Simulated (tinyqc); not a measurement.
FCI on RHF in the sto-3g basis, for H3+, spin multiplicity 1, step by step. One step of it, computed by the program tinyqc.

Question. FCI: determinants and Hamiltonian. Slater-Condon rules over spin orbitals, with the nuclear repulsion added and E(HF) subtracted on the diagonal. Only determinants linked to the reference directly or through others are kept (one block of an abelian symmetry group), so some states are absent.

one-electron integrals over orbitals h = C^T H C (hartree):
```
[[-1.726260, 0.000053, -0.066345],
 [0.000053, -1.192754, -0.000027],
 [-0.066345, -0.000027, -0.820021]]
```

Two-electron integrals over orbitals (pq|rs), unique and non-zero (hartree):
```
(11|11) 0.601420    (21|11) -0.000053   (21|21) 0.144413    (22|11) 0.541370
(22|21) 0.000089    (22|22) 0.600778    (31|11) 0.066345    (31|21) 0.000011
(31|22) -0.050969   (31|31) 0.137553    (32|11) 0.000019    (32|21) -0.118804
(32|22) -0.000066   (32|31) -0.000063   (32|32) 0.119438    (33|11) 0.602968
(33|21) -0.000103   (33|22) 0.535809    (33|31) 0.096808    (33|32) 0.000057
(33|33) 0.649612
```

nuclear repulsion = 1.62715205 hartree

Hartree-Fock energy = -1.22394820 hartree

Give: determinants; H - E(HF) between determinants.

Answer.

Occupation strings over the orbitals (2 doubly, a alpha, b beta, 0 empty; spin orbitals ordered 1a 1b 2a 2b ...): 200 ab0 a0b ba0 b0a 020 0ab 0ba 002

H - E(HF) between determinants (hartree), order 200, ab0, a0b, ba0, b0a, 020, 0ab, 0ba, 002:
```
[[0.0000, 0.0000, 0.0000, 0.0000, 0.0000, 0.1444, 0.0000, 0.0000, 0.1376],
 [0.0000, 0.4735, 0.0000, -0.1444, 0.0000, 0.0001, -0.1188, 0.1173, -0.0001],
 [0.0000, 0.0000, 0.9078, 0.0000, -0.1376, -0.1188, 0.0000, 0.0001, 0.0305],
 [0.0000, -0.1444, 0.0000, 0.4735, 0.0000, -0.0001, 0.1173, -0.1188, 0.0001],
 [0.0000, 0.0000, -0.1376, 0.0000, 0.9078, 0.1188, 0.0001, 0.0000, -0.0305],
 [0.1444, 0.0001, -0.1188, -0.0001, 0.1188, 1.0664, -0.0001, 0.0001, 0.1194],
 [0.0000, -0.1188, 0.0000, 0.1173, 0.0001, -0.0001, 1.3741, -0.1194, 0.0000],
 [0.0000, 0.1173, 0.0001, -0.1188, 0.0000, 0.0001, -0.1194, 1.3741, 0.0000],
 [0.1376, -0.0001, 0.0305, 0.0001, -0.0305, 0.1194, 0.0000, 0.0000, 1.8607]]
```
